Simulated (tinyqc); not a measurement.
ESD clamp with bipolar snapback, compact model and design window: one step of the calculation.

The drain junction multiplies the current that enters it: Igen = (M - 1)(Ic + I0), M = 1/(1 - (Vj/BV)^n). The generated holes leave through the substrate resistance and the base of the parasitic npn: Igen = Vb/Rb + Ic/be, Ic = Is exp(Vb/Vt). Terminal current I = Ic + I0 + Igen and voltage V = Vj + I Ro, per width. Isothermal, constant gain.

Question. Design window and human-body level. Human-body model: 100 pF through 1500 ohm, peak current about (level - Vt2)/1500 ohm, decay time 150 ns. All fingers turn on before the first fails if Vt2 > Vt1; then the clamp carries Nf Wf It2, otherwise in the worst case Wf It2. Margins: Vh - 1.1 Vdd against latching in operation, Vox - max(Vt1, Vt2) for the protected oxide.

Values chosen for this exercise; values close to those of grounded-gate n-channel clamps: failure current for 100 ns It2 = 5.8 mA/um; finger width Wf = 20 um; number of fingers Nf = 8; human-body-model level Lv = 2 kV; oxide breakdown voltage for 100 ns Vox = 7.5 V; supply voltage Vdd = 3.3 V.

Vt1 = 11.611972 V
Vh = 7.9939632 V
Vt2 = 9.6399363 V

Find: peak current; current the clamp carries; level it withstands; holding margin; oxide margin.

Answer.

peak current = 1.327 A
current the clamp carries = 0.1160 A
level it withstands = 0.1836 kV
holding margin = 4.364 V
oxide margin = -4.112 V

Uniform turn-on is not assured; the clamp fails the level. The oxide margin is negative.

Program tinyqc, `OMP_NUM_THREADS=1 python tinyqc.py 2670016 2670017 out.jsonl`; Intel Xeon 2.30GHz, shared host, one thread, about 0.01 s.
